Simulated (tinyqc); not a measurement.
Sp3 tight binding, zinc-blende lattice, step by step. One step of it, computed by the program tinyqc.

Task: Bloch Hamiltonian at X. Slater-Koster rules over the four bonds with direction cosines (l, m, n): ss V_ss; s-px l V_sp; px-s -l V_sp; px-px l^2 V_pps + (1 - l^2) V_ppp; px-py l m (V_pps - V_ppp); each times exp(i k.d).

Parameters chosen for this model: zinc-blende lattice, anion at 0, cation at a/4 (1,1,1); V = eta hbar^2 / (m d^2), hbar^2/m = 7.619964 eV angstrom^2:
```
parameter          value      unit
a               4.110000  angstrom
d               1.779682  angstrom
Es anion      -13.290000        eV
Ep anion       -7.830000        eV
Es cation     -13.290000        eV
Ep cation      -7.830000        eV
eta ss         -1.400000
eta sp          1.840000
eta pp sigma    3.240000
eta pp pi      -0.810000
V ss           -3.368186        eV
V sp            4.426758        eV
V pp sigma      7.794944        eV
V pp pi        -1.948736        eV
```

k point X (2 pi / a): 1  0  0

Give: H(k) at X.

Result:

H(k) at X (eV):
```
                a s           a px           a py           a pz
a s         -13.290          0.000          0.000          0.000
a px          0.000         -7.830          0.000          0.000
a py          0.000          0.000         -7.830          0.000
a pz          0.000          0.000          0.000         -7.830
c s           0.000  0.000+10.223i          0.000          0.000
c px  0.000-10.223i          0.000          0.000          0.000
c py          0.000          0.000          0.000  0.000-12.992i
c pz          0.000          0.000  0.000-12.992i          0.000

                c s           c px           c py           c pz
a s           0.000  0.000+10.223i          0.000          0.000
a px  0.000-10.223i          0.000          0.000          0.000
a py          0.000          0.000          0.000  0.000+12.992i
a pz          0.000          0.000  0.000+12.992i          0.000
c s         -13.290          0.000          0.000          0.000
c px          0.000         -7.830          0.000          0.000
c py          0.000          0.000         -7.830          0.000
c pz          0.000          0.000          0.000         -7.830
```
